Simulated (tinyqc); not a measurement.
Changing the height L: global model of a low-pressure process discharge: electron temperature, density, ion flux and ion energy. Computed by tinyqc, a small Python program. Command: `OMP_NUM_THREADS=1 python tinyqc.py 3111666 3111667 out.jsonl plasma sweep`. One thread of a shared host (Intel(R) Xeon(R) Processor @ 2.30GHz), about 0.01 s of CPU time with the checks.

Maxwellian electrons with temperature T_e in eV, one positive ion, no negative ions, uniform bulk density n; rate constants have the Arrhenius form.

Inputs (values chosen for the exercise, of the order of those of an inductive discharge in a simple atomic gas): ion mass M = 35.5 u; ionisation prefactor K0 = 7.1e-14 m^3/s; ionisation energy E_iz = 17 eV; excitation prefactor X0 = 1.7e-14 m^3/s; excitation energy E_ex = 11 eV; elastic rate constant K_el = 6.9e-14 m^3/s; ion-neutral cross section = 6.5e-19 m^2; pressure p = 0.19 Pa; gas temperature T_g = 500 K; radius R = 15 cm; absorbed power P = 200 W.

Constants: k_B = 1.380649e-23 J/K; e = 1.602176634e-19 C; u = 1.6605390666e-27 kg; m_0 = 9.1093837015e-31 kg.

Method:
- n_g = p/(k_B T_g); lambda_i = 1/(n_g sigma); h_L = 0.86/sqrt(3 + L/(2 lambda_i)), h_R = 0.8/sqrt(4 + R/lambda_i); A_eff = 2 pi R^2 h_L + 2 pi R L h_R; d_eff = pi R^2 L/A_eff.
- Particle balance: K0 exp(-E_iz/T_e) n_g d_eff = u_B, u_B = sqrt(e T_e/M).
- Root found by bracketing.
- E_c = E_iz + (X0 exp(-E_ex/T_e) E_ex + K_el (3 m_0/M) T_e)/K_iz; wall potential V_s = (T_e/2) ln(M/(2 pi m_0)); E_T = E_c + 2 T_e + T_e/2 + V_s; n = P/(e u_B A_eff E_T); ion current density J = e h_L n u_B; ionised share n/n_g.

One run for each value:
```
height L (cm)  T_e (eV)  ion current density J (mA/cm^2)  plasma density n (1/cm^3)  d_eff (cm)
2.0               8.229                            1.608                  4.399e+10        1.91
3.1               6.570                            1.773                  5.511e+10        2.88
4.7               5.586                            1.815                  6.253e+10        4.18
7.2               4.897                            1.749                  6.641e+10        6.01
11.0              4.411                            1.579                  6.607e+10        8.36
26.0              3.808                            1.020                  5.310e+10       14.30
40.0              3.637                            0.722                  4.274e+10       17.23
```

Give the missing row, height L (cm) = 17.0.

Computed row:
```
height L (cm)  T_e (eV)  ion current density J (mA/cm^2)  plasma density n (1/cm^3)  d_eff (cm)
17.0              4.054                            1.319                  6.132e+10       11.26
```

Interpolating between the two neighbouring rows (the first column on a logarithmic scale, the others too where they are positive) misses most in ion current density J (mA/cm^2), by 4.0 %. Over the rows, T_e (eV) falls from 8.23 to 3.64 (exponent d ln y / d ln x -0.51 between the first rows and -0.11 between the last); ion current density J (mA/cm^2) goes from 1.61 through a maximum among these rows, 1.82 at 4.70, to 0.722; plasma density n (1/cm^3) goes from 4.40e10 through a maximum among these rows, 6.64e10 at 7.20, to 4.27e10.

Extremes, crossings and ranges named in words are read from the listed rows.
